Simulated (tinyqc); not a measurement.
## Series resistance and mobility from two gate lengths

Problem. At small Vds the total resistance times width is 2 Rs + L/(mu Q), with the same mu and Q at both lengths. Find mu and Rs.

total resistance at L = 40 and 80 nm (ohm um): [559.90903, 819.81806]
Q = 0.81 uC/cm^2

Solution. The slope against L is 1/(mu Q), and the intercept at L = 0 is 2 Rs.

mu = 190.0 cm^2/(V s)
Rs = 150.0 ohm um

Computed by the program tinyqc: `OMP_NUM_THREADS=1 python tinyqc.py 2380023 2380024 out.jsonl`, one thread of a shared Intel Xeon 2.30GHz, about 0.01 s for the whole run.
